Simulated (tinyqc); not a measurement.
Rutherford backscattering from a thin compound film on silicon: kinematics, yields, composition and thickness. Changing the mass of the heavy element at fixed Z and stopping. Computed by tinyqc, a small Python program. Command: `OMP_NUM_THREADS=1 python tinyqc.py 3003962 3003963 out.jsonl rbs sweep`. One thread of a shared host (Intel(R) Xeon(R) Processor @ 2.30GHz), about 0.01 s of CPU time with the checks.

Singly charged helium ions (Z1 = 2, M1 = 4.0026 u) enter at the tilt angle a1 to the normal and leave at a2 = |180 - theta - tilt| in the same plane. The film is A B_x.

Inputs (values chosen for the exercise, modelled on a helium beam on TiN):
```
quantity                                value           unit
beam energy E0                            1.8            MeV
scattering angle theta                    165        degrees
tilt of the sample                          7        degrees
heavy element: stopping eps_A at 2 MeV   78.6  1e-15 eV cm^2
light element: mass M_B                    14              u
light element: stopping eps_B at 2 MeV   33.4  1e-15 eV cm^2
atoms of B per atom of A, x             0.969              -
atomic density of the film                109         1/nm^3
film thickness d                           11             nm
detector resolution (FWHM)                 17            keV
```

Method:
- Kinematic factor K = [(sqrt(M^2 - M1^2 sin^2 theta) + M1 cos theta)/(M + M1)]^2.
- Surface edges lie at K E0; substrate silicon has M = 28.09 u. Mass resolution at M_A = resolution/(E0 dK/dM).
- Stopping per atom eps(E) = eps(2 MeV) (E/2 MeV)^(-0.4) (a law chosen for the exercise); Bragg rule eps_film = (eps_A + x eps_B)/(1 + x); areal density N d, with 1/nm^2 = 0.1 x 1e15/cm^2.
- Width of the signal of element i: [K_i eps(E0)/cos a1 + eps(K_i E0)/cos a2] N d; depth resolution = resolution x d/width of A; energy lost on the way in = eps(E0) N d/cos a1.

One run for each value:
```
heavy element: mass M_A (u)  mass resolution at M_A (u)  depth resolution (nm)
30                                                0.899                 14.408
45                                                1.712                 14.178
60                                                2.797                 13.991
80                                                4.665                 13.819
110                                               8.368                 13.659
140                                              13.151                 13.560
170                                              19.015                 13.493
200                                              25.960                 13.445
```

Describe and explain the trends.

Over the rows, mass resolution at M_A (u) rises from 0.899 to 26.0 (exponent d ln y / d ln x 1.6 between the first rows and 1.9 between the last); depth resolution (nm) falls from 14.4 to 13.4 (exponent d ln y / d ln x -0.040 between the first rows and -0.022 between the last). For M much above M1, 1 - K falls as 1/M, so dK/dM falls as 1/M^2.
